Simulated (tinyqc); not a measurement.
Deep-level transient spectroscopy (DLTS) of one majority-carrier trap: one step, computed by the program tinyqc. Command: `OMP_NUM_THREADS=1 python tinyqc.py 3007440 3007441 out.jsonl dlts walk`. One thread of a shared host (Intel(R) Xeon(R) Processor @ 2.30GHz), about 0.05 s of CPU time with the checks.

A filling pulse loads the traps in a one-sided junction; under reverse bias they empty at the rate e, and the capacitance relaxes as C(t) = C_0 - dC exp(-e t). The signal is S = [C(t_2) - C(t_1)]/dC.

Question. Signal size and trap density. W = sqrt(2 eps eps_0 (V_b + V_r)/(e N)), C_0 = eps eps_0 area/W. The pulse goes to zero bias, W_0 = W(V_r = 0). Traps within lambda = sqrt(2 eps eps_0 (E_t - E_F)/(e^2 N)) of the depletion edge stay filled, with E_F = k_B T_p ln(N_b/N) from the band, N_b = 2 M (2 pi m k_B T_p/h^2)^(3/2) (dopants taken as fully ionised). dC = C_0 (N_t/2N) f, f = [(W - lambda)^2 - max(W_0 - lambda, 0)^2]/W^2. The simple estimate is 2 N dC/C_0.

Inputs (values chosen for the exercise, with mass and screening modelled on InP):
```
quantity,value,unit
density-of-states mass m,0.0767,m_0
valleys M,1,-
trap depth E_t,0.482,eV
temperature T,279,K
doping N,1.1e+15,cm^-3
trap density N_t,1.1e+14,cm^-3
dielectric constant eps,12.8,-
built-in voltage V_b,0.85,V
reverse bias V_r,6.3,V
diode area,0.0096,cm^2
```

Carriers: electrons. Extra term: Poole-Frenkel lowering.

peak temperature T_p = 365.7789 K

Constants: eps_0 = 8.8541878128e-12 F/m; e = 1.602176634e-19 C; k_B = 8.617333262e-05 eV/K; m_0 = 9.1093837015e-31 kg; k_B = 1.380649e-23 J/K; h = 6.62607015e-34 J s.

Give: depletion width W; C_0; lambda; f; transient amplitude dC; simple estimate of N_t.

Answer.

depletion width W = 3.032 micrometre

C_0 = 35.88 pF

lambda = 0.5977 micrometre

f = 0.6229

transient amplitude dC = 1117 fF

simple estimate of N_t = 6.851e+13 cm^-3

The simple estimate finds 62 % of the traps. Caution: N_t is not very small against the doping, so the transient is not exactly a single exponential.
